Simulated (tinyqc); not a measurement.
# Graded p-n junction, non-linear Poisson equation by Newton steps: two studies

One dimension, p side on the left, n side on the right; net doping C = (Nd - Na)/2 + ((Nd + Na)/2) tanh(x/Lg). The potential psi is counted from the intrinsic level, and the quasi-Fermi potentials are flat: 0 for holes and -V for electrons, so n = ni exp((psi + V)/Vt) and p = ni exp(-psi/Vt) (Boltzmann statistics, full ionisation, no current).

Parameters, values chosen for the exercise; band and dielectric values close to those of gallium nitride: temperature T = 300 K; band gap Eg = 3.36 eV; relative permittivity eps_r = 9.32; conduction-band density of states at T Nc = 2.33e18 cm^-3; valence-band density of states at T Nv = 4.55e19 cm^-3; acceptor density of the p side Na = 1.2e16 cm^-3; donor density of the n side Nd = 1.6e17 cm^-3; bias of the p side against the n side V = 0 V; grading length Lg = 180 nm.

Constants: q = 1.602176634e-19 C, kB = 1.380649e-23 J/K, Vt = kB T/q, eps0 = 8.8541878128e-14 F/cm where lengths are in cm. Results are converted to the units shown.

Each table varies one quantity; the others keep the values above.

## Capacitance and field against bias

The Poisson equation d/dx(eps0 eps_r dpsi/dx) = -q (p - n + C) is solved on a mesh of more than 1000 nodes that ends in neutral material (psi_p = -Vt ln(Na/ni), psi_n = Vt ln(Nd/ni) - V). C_j = q d/dV of the integral of p over x, from the linearised equation. ni = sqrt(Nc Nv) exp(-Eg/(2 Vt)), Eg in volts. Depletion approximation: Vbi = Vt ln(Na Nd/ni^2), W = sqrt(2 eps0 eps_r (Vbi - V)(1/Na + 1/Nd)/q), xp = W Nd/(Na + Nd), xn = W Na/(Na + Nd), peak field 2 (Vbi - V)/W, capacitance eps0 eps_r/W. The last column applies it to an abrupt Na-Nd junction.

Result of one run:
```
V (V)  peak |E| (kV/cm)  C_j (nF/cm^2)  1/C_j^2 (cm^4/uF^2)  eps0 eps_r/C_j (nm)  abrupt depletion C (nF/cm^2)
-3.56             126.3          9.561              1.094e4                863.1                         10.54
```

What becomes of these results when the bias of the p side against the n side V is changed from -3.56 to 0 V, all else the same?

Result of the changed run:
```
V (V)  peak |E| (kV/cm)  C_j (nF/cm^2)  1/C_j^2 (cm^4/uF^2)  eps0 eps_r/C_j (nm)  abrupt depletion C (nF/cm^2)
0                 78.25          13.40                 5565                615.6                         15.48
```

The whole series:
```
V (V)  peak |E| (kV/cm)  C_j (nF/cm^2)  1/C_j^2 (cm^4/uF^2)  eps0 eps_r/C_j (nm)  abrupt depletion C (nF/cm^2)
0                 78.25          13.40                 5565                615.6                         15.48
-0.44             85.19          12.65                 6249                652.3                         14.48
-0.89             91.91          12.00                 6941                687.5                         13.64
-1.33             98.16          11.46                 7610                719.9                         12.94
-1.78             104.3          10.98                 8290                751.4                         12.33
-2.22             110.0          10.57                 8950                780.7                         11.80
-2.67             115.7          10.19                 9622                809.5                         11.33
-3.11             121.0          9.865              1.028e4                836.5                         10.92
-3.56             126.3          9.561              1.094e4                863.1                         10.54
-4                131.4          9.290              1.159e4                888.3                         10.21
```

With V going from 0 to -4 V, C_j falls from 13.4 to 9.29 nF/cm^2 and the peak field rises from 78.3 to 131 kV/cm. The slope of 1/C_j^2, read as N = 2/(q eps0 eps_r |slope|), gives 9.73e15 cm^-3 between the first two rows and 1.03e16 cm^-3 between the last two, against Na Nd/(Na + Nd) = 1.12e16 cm^-3; the slopes of all rows agree within 5 %, as for uniform doping at both edges. At the end C_j goes as (Vbi - V)^(-0.45) with Vbi = 3.08 V, and it is 9.0 % below the abrupt depletion formula (at the first row 13 % below it).

## Effect of the grading length

Same model as above.

The abrupt values quoted are those of these depletion formulas.

Effect of the grading length:
```
Lg (nm)  peak |E| (kV/cm)  C_j (nF/cm^2)  eps0 eps_r/C_j (nm)
22                    106           15.5                  533
32                    103           15.4                  537
45                    100           15.2                  543
64                   95.6           14.9                  552
90                   90.6           14.6                  566
130                  84.3           14.0                  588
180                  78.3           13.4                  616
```

Read the table: what changes, and by how much?

As Lg grows from 22 to 180 nm, the peak field falls from 106 to 78.3 kV/cm and C_j falls from 15.5 to 13.4 nF/cm^2. The abrupt depletion formulas give 116 kV/cm and W = 533 nm; the first row's field is 7.9 % below that and the last row's 32 % below it. The same voltage drops over a longer distance, so the field falls.

Program tinyqc, `OMP_NUM_THREADS=1 python tinyqc.py 2000151 2000152 out.jsonl`; Intel Xeon 2.30GHz, shared host, one thread, about 0.05 s.
